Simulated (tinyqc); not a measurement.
Fully depleted semiconductor-on-insulator film with two gates, non-linear Poisson equation by Newton steps: one step of the calculation.

One dimension across the film, front interface at x = 0, back interface at x = ts. psi is counted from the intrinsic level, n = ni exp(psi/Vt) (source grounded), holes neglected, acceptors ionised. Gates act through Cox = eps0 eox/tox and Cbox = 3.9 eps0/tb with potentials G1 = Vg - (phiM - chi - Vt ln(Nc/ni)) and G2 = Vb - (phiB - chi - Vt ln(Nc/ni)). Classical Boltzmann densities, no interface charge, no depletion in the back plane.

Problem. Electron sheet density, centroid and oxide fields. n_i = ni exp(psi_i/Vt); N_inv = sum w_i n_i with w = ts/10, halved at the ends; centroid sum w n x/N_inv; fields (G1 - psi_0)/tox and (G2 - psi_10)/tb.

Inputs (values chosen for the exercise); band and dielectric values close to those of silicon:

| symbol | value | unit | meaning |
|---|---|---|---|
| T | 300 | K | temperature |
| tox | 2.1 | nm | insulator thickness |
| ts | 30 | nm | film thickness |
| tb | 34 | nm | buried-oxide thickness (eps_r 3.9) |

Constants: q = 1.602176634e-19 C, kB = 1.380649e-23 J/K, Vt = kB T/q. Results are converted to the units shown.

converged psi, node 0 to 10 (V): 0.50846215  0.47721890  0.45661494  0.44081359  0.42762499  0.41601069  0.40540604  0.39547602  0.38600994  0.37686986  0.36796286
ni = 7.2789353e9 cm^-3
G1 = 0.61056619 V
G2 = 0.070566193 V

Find: n; N_inv; centroid; field in the front oxide; field in the buried oxide.

Solution.

n, node 0 to 10 (cm^-3): 2.534e18  7.568e17  3.411e17  1.851e17  1.111e17  7.092e16  4.705e16  3.205e16  2.222e16  1.560e16  1.106e16
N_inv = 8.564e11 cm^-2
centroid = 3.861 nm
field in the front oxide = 0.4862 MV/cm
field in the buried oxide = -0.08747 MV/cm

The centroid lies at 0.13 of the film, near the front interface.

Program tinyqc, `OMP_NUM_THREADS=1 python tinyqc.py 2190146 2190147 out.jsonl`; Intel Xeon 2.30GHz, shared host, one thread, about 0.5 s.
